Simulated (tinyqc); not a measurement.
Stress in a transistor channel from embedded alloy regions, liners and fins, by half-space elasticity: one step, computed by the program tinyqc. Command: `OMP_NUM_THREADS=1 python tinyqc.py 3019423 3019424 out.jsonl stressor walk`. One thread of a shared host (Intel(R) Xeon(R) Processor @ 2.30GHz), about 0.01 s of CPU time with the checks.

Plane strain in an isotropic half-space, the same constants everywhere; x along the channel from its centre, y downwards from the free surface; stress is positive in tension.

Question. Misfit and the pressure on the side walls. Misfit e = beta x. A fully constrained inclusion holds the stress -p with p = E e/(1 - 2 nu); a blanket film would hold -E e/(1 - nu) in the plane.

Inputs (values chosen for the exercise, modelled on silicon):
```
quantity,value,unit
alloy fraction x,0.59,-
"lattice change per unit x, beta",0.0418,-
Young's modulus E,161,GPa
Poisson ratio nu,0.24,-
```

Stressor: Si(1-x)Ge(x) source and drain.

Give: misfit e; p; stress of a blanket film.

Answer.

misfit e = 0.024662

p = 7.636 GPa

stress of a blanket film = -5.22445 GPa

Caution: at such misfit the regions may relax by dislocations, and linear elasticity is rough.
